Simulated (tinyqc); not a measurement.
Inside a calculation. Model: p-n diode with diffusion and depletion-layer recombination.

Program tinyqc, `OMP_NUM_THREADS=1 python tinyqc.py 2260135 2260136 out.jsonl`; Intel Xeon 2.30GHz, shared host, one thread, about 0.01 s. Printed values are rounded.

Abrupt junction in the depletion approximation, low injection, full ionisation, neutral widths fixed, ohmic contact on the p side. Vj is the junction voltage; where a series resistance Rs is given, V = Vj + J Rs is the terminal voltage.

Parameters, values chosen for the exercise; band and dielectric values close to those of gallium arsenide:
```
symbol    value        unit                                               meaning
T           300           K                                           temperature
Eg         1.44          eV                                              band gap
eps_r      13.1                                             relative permittivity
Nc      4.48e17       cm^-3                conduction-band density of states at T
Nv      9.03e18       cm^-3                   valence-band density of states at T
Na       2.6e17       cm^-3                                      acceptor density
Nd       4.6e16       cm^-3                                         donor density
mun        3200  cm^2/(V s)                       electron mobility in the p side
mup         310  cm^2/(V s)                           hole mobility in the n side
tn         1e-6           s                                     electron lifetime
tp         1e-6           s                                         hole lifetime
wp         0.49          um                           neutral width of the p side
wn           24          um                           neutral width of the n side
Sp        40000        cm/s               recombination velocity at the n contact
Rs      0.00056    ohm cm^2                                     series resistance
Et            0          eV                  trap level above the intrinsic level
Vj         0.99           V  junction voltage at which recombination is evaluated
V          1.32           V                                      terminal voltage
```

Constants: q = 1.602176634e-19 C, kB = 1.380649e-23 J/K, Vt = kB T/q, eps0 = 8.8541878128e-14 F/cm where lengths are in cm. Results are converted to the units shown.

Range of the model: At the terminal voltage used the injected minority density exceeds a tenth of the lighter doping, so the low-injection formulas overstate the current.

## Diffusion lengths and saturation currents

ni = sqrt(Nc Nv) exp(-Eg/(2 Vt)), Eg in volts; D = mu Vt; Ln = sqrt(Dn tn), Lp = sqrt(Dp tp); J0n = q ni^2 Dn coth(wp/Ln)/(Ln Na); J0p = (q ni^2 Dp/(Lp Nd)) (s + tanh(wn/Lp))/(1 + s tanh(wn/Lp)), s = Sp Lp/Dp.

ni = 1.614415e6 cm^-3
Ln = 90.95405 um
Lp = 28.30922 um
J0n = 2.711563e-18 A/cm^2
J0p = 3.543334e-20 A/cm^2

wp/Ln = 0.0054 and wn/Lp = 0.85; electrons carry 98.7 % of the diffusion current.

## Recombination in the depleted layer

ni = sqrt(Nc Nv) exp(-Eg/(2 Vt)), Eg in volts. Vbi = Vt ln(Na Nd/ni^2), W = sqrt(2 eps0 eps_r (Vbi - Vj)(1/Na + 1/Nd)/q), xp = W Nd/(Na + Nd), xn = W Na/(Na + Nd); u(x) = q Na (x + xp)^2/(2 eps0 eps_r) for x < 0 and Vbi - Vj - q Nd (xn - x)^2/(2 eps0 eps_r) for x > 0; p = Na exp(-u/Vt), n = Nd exp((u - Vbi + Vj)/Vt); U = ni^2 (exp(Vj/Vt) - 1)/(tp (n + ni exp(Et/Vt)) + tn (p + ni exp(-Et/Vt))); J_scr = q times the integral of U from -xp to xn. Trapezoid rule on 15 equal steps.

W = 105.3228 nm
x, point 0 to 15 (nm): [-15.83284, -8.81132, -1.78980, 5.23172, 12.25324, 19.27477, 26.29629, 33.31781, 40.33933, 47.36085, 54.38238, 61.40390, 68.42542, 75.44694, 82.46847, 89.48999]
u, point 0 to 15 (V): [0.0000000, 0.0088531, 0.0354125, 0.0738935, 0.1099189, 0.1428116, 0.1725717, 0.1991992, 0.2226940, 0.2430561, 0.2602857, 0.2743826, 0.2853468, 0.2931784, 0.2978774, 0.2994437]
n, point 0 to 15 (cm^-3): [4.288695e11, 6.040195e11, 1.687441e12, 7.476204e12, 3.012180e13, 1.075114e14, 3.399399e14, 9.521903e14, 2.362758e15, 5.193841e15, 1.011421e16, 1.744815e16, 2.666494e16, 3.609988e16, 4.329570e16, 4.6e16]
p, point 0 to 15 (cm^-3): [2.6e17, 1.846067e17, 6.608000e16, 1.491480e16, 3.701840e15, 1.037156e15, 3.280170e14, 1.171048e14, 4.719318e13, 2.146890e13, 1.102469e13, 6.390711e12, 4.181749e12, 3.088821e12, 2.575453e12, 2.424045e12]
U, point 0 to 15 (cm^-3 s^-1): [4.288688e17, 6.040175e17, 1.687397e18, 7.472458e18, 2.987868e19, 9.741354e19, 1.669360e20, 1.042800e20, 4.626901e19, 2.138052e19, 1.101269e19, 6.388371e18, 4.181093e18, 3.088557e18, 2.575300e18, 2.423917e18]
J_scr = 5.676541e-5 A/cm^2

With 2000 steps J_scr = 5.674e-5 A/cm^2; the coarse value is 0.038 % above it. U is largest at x = 26.3 nm among these points; the peak lies where tp n = tn p. On the fine grid U peaks at 1.670e20 cm^-3 s^-1, and J_scr/(q U_max) is 20.1 % of W, the effective width of the recombining zone.

## Starting value

Vj = V.

Vj at the start = 1.32 V

## Iteration 1: new Vj

J0 = J0n + J0p = 2.746997e-18 A/cm^2

Diffusion current alone: J = J0 (exp(Vj/Vt) - 1), g = Vj + J Rs - V, g' = 1 + Rs J0 exp(Vj/Vt)/Vt, Vj(new) = Vj - g/g'.

J = 41103.82 A/cm^2
g = 23.01814 V
g' = 891.3813
Vj after iteration 1 = 1.294177 V

## Iteration 2: new Vj

As before.

J = 15138.22 A/cm^2
g = 8.451582 V
g' = 328.9207
Vj after iteration 2 = 1.268482 V

## Course of the iteration

Stop when the step is below 1e-10 V, or after 80 iterations.

Course of the iteration:
```
iteration  Vj before the step (V)   step (V)
1                            1.32    -0.0258
2                        1.294177    -0.0257
3                        1.268482    -0.0252
4                        1.243262    -0.0237
5                        1.219605    -0.0193
6                        1.200286    -0.0108
7                        1.189473   -2.56e-3
8                        1.186918   -1.13e-4
9                        1.186805   -2.08e-7
10                       1.186805  -6.99e-13
```

Converged in 10 iterations. In 3 iterations the step is within 3 % of -Vt = -25.9 mV: far above the solution the exponential dominates and a Newton step lowers its exponent by one.
